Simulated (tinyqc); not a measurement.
Bandgap voltage reference from two bipolar transistors: output against temperature.

Two transistors of area 1 and N carry the same current I. Is(T) = Is (T/T0)^eta exp[(Vg0 q/kB)(1/T0 - 1/T)], VBE1 = Vt ln(I/Is(T)) + I rb, VBE2 = Vt ln(I/(N Is(T))) + I rb/N. The amplifier forces I R1(T) = VBE1 - VBE2 + Vos, with R(T) = R (1 + tc (T - T0)) for both resistors, and the output is Vref = VBE1 + I R2(T). Base currents and the Early effect are neglected.

Vt = kB T/q; I = (Vt ln N + Vos)/(R1(T) - rb (1 - 1/N)).

Inputs (values chosen for the exercise); values of the order met in silicon bipolar transistors:
- T0 = 300 K (reference temperature)
- Vg0 = 1.168 V (band-gap voltage extrapolated to 0 K)
- eta = 4.3 (temperature exponent of the saturation current)
- Is = 1e-17 A (saturation current of the unit transistor at T0)
- N = 24 (area ratio of the second transistor)
- R1 = 2.8 kohm (resistor across which the difference of VBE falls, at T0)
- tc = 0 ppm/K (temperature coefficient of both resistors)
- Vos = 0 mV (offset of the amplifier)
- rb = 130 ohm (series resistance of the unit transistor)
- R2 = 15.98 kohm (output resistor at T0)

Constants: q = 1.602176634e-19 C, kB = 1.380649e-23 J/K. Results are converted to the units shown.

Output against temperature:
```
T (K)  I (uA)  VBE1 (V)  I R2 (V)  Vref (V)  Vref - Vref(T0) (mV)  dVref/dT (uV/K)
218    22.315   0.88210   0.35660    1.2387               0.64873           39.899
233    23.851   0.85801   0.38113    1.2391                1.1037           20.976
253    25.898   0.82548   0.41385    1.2393                1.2858          -2.4427
273    27.945   0.79250   0.44656    1.2391                1.0179          -24.078
298    30.504   0.75069   0.48746    1.2381              0.099895          -48.996
323    33.063   0.70828   0.52835    1.2366               -1.4152          -71.904
348    35.622   0.66532   0.56924    1.2346               -3.4811          -93.104
373    38.181   0.62185   0.61014    1.2320               -6.0582          -112.83
398    40.740   0.57790   0.65103    1.2289               -9.1121          -131.28
423    43.300   0.53350   0.69193    1.2254               -12.613          -148.61
```

VBE1 falls by 1.70 mV/K on average and I R2 rises by 1.64 mV/K. The slope of Vref vanishes at T = 251 K. Between 233 and 398 K Vref spans 10.4 mV, or 51.0 ppm/K by the box method (span over the average over T, over 165 K).

tinyqc, about 0.02 s, one thread, Intel Xeon 2.30GHz (shared host): `OMP_NUM_THREADS=1 python tinyqc.py 2062152 2062153 out.jsonl`
